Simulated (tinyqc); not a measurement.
Field-effect mobility of a thin-film transistor with band-tail and deep states (multiple trapping). Which input was changed? Computed by tinyqc, a small Python program. Command: `OMP_NUM_THREADS=1 python tinyqc.py 3021668 3021669 out.jsonl tft which`. One thread of a shared host (Intel(R) Xeon(R) Processor @ 2.30GHz), about 0.5 s of CPU time with the checks.

A thick film in accumulation at small drain voltage. Only free electrons move; trapped ones still screen the gate. N_c and mu_0 are held fixed when T changes, leaving out the T^(3/2) growth of N_c. x = E_0 - psi is the distance of the Fermi level below the band edge.

Inputs (values chosen for the exercise, modelled on polycrystalline silicon): permittivity eps = 11.7; effective density of states N_c = 2.6e+19 1/cm^3; band mobility mu_0 = 170 cm^2/(V s); tail density at the edge g_t = 1.5e+21 1/(eV cm^3); tail width E_t = 28 meV; deep-state density g_d = 6.8e+15 1/(eV cm^3); flat-band Fermi level below the edge, E_0 = 0.59 eV; equivalent oxide thickness t = 27 nm; surface band bending psi_s as a fraction of E_0 = 0.86; temperature T = 250 K.

Deep states: included.

Constants: k_B = 8.617333262e-05 eV/K; e = 1.602176634e-19 C; eps_0 = 8.8541878128e-12 F/m.

Method:
- F_j(eta) = int_0^infinity x^j/(1 + exp(x - eta)) dx, without a gamma-function factor.
- Integrals over x = E/(k_B T) use 160 Gauss-Legendre points in u = sqrt(x) from 0 to sqrt(max(eta, 0) + 32).
- Free n(x) = N_c (2/sqrt(pi)) F_1/2(-x/k_B T), with F_1/2 from its two-term series in exp(-x/k_B T) for x >= 12 k_B T; tail n_t(x) = int_0^1.2eV g_t exp(-E/E_t)/(1 + exp((x - E)/k_B T)) dE, E counted down from the edge, 120 Gauss-Legendre points; deep charge g_d psi; space charge rho(psi) = n + n_t + g_d psi less its value at psi = 0.
- Poisson: F(psi) = sqrt((2 e/(eps eps_0)) int_0^psi rho dpsi'); V_G - V_FB = psi_s + eps F(psi_s) t/3.9; free sheet density N_f = int (n - n(E_0))/F dpsi; induced sheet density N_i = eps eps_0 F(psi_s)/e; trapezoid rule on 301 even points in psi, the first interval left out of N_f.
- mu_eff = mu_0 N_f/N_i; field-effect mobility mu_FE = mu_0 e (dN_f/dV_G)/C_ox and swing S = dV_G/dlog10(N_f), by a central difference of +/- 2 mV in psi_s; C_ox = 3.9 eps_0/t.

Question. One of these inputs alone was changed, within the range given: tail density at the edge g_t (7.5e+20 to 3e+21); tail width E_t (14 to 56); deep-state density g_d (3.4e+15 to 1.36e+16); equivalent oxide thickness t (13.5 to 54). Which one, and to what value?

Results:
```
run     field-effect mobility mu_FE (cm^2/(V s))  free sheet density N_f (1/cm^2)  swing S (mV/decade)
before                                  16.51349                     8.074090e+10             2399.051
after                                   27.15824                     1.212485e+11             2190.344
```

Answer.

Each candidate set to reproduce field-effect mobility mu_FE, and what it then gives:
```
candidate                                        range searched  value needed  free sheet density N_f (1/cm^2)  swing S (mV/decade)
tail density at the edge g_t (1/(eV cm^3))     7.5e+20 to 3e+21      8.371e20                       1.0513e+11               1899.4
tail width E_t (meV)                                   14 to 56         21.90                       1.2125e+11               2190.3
deep-state density g_d (1/(eV cm^3))        3.4e+15 to 1.36e+16  out of reach                                -                    -
equivalent oxide thickness t (nm)                    13.5 to 54  out of reach                                -                    -
```

Only tail width E_t fits every result: it went from 28 to 21.9 meV. The next best candidate, tail density at the edge g_t, misses one result by 13 %.
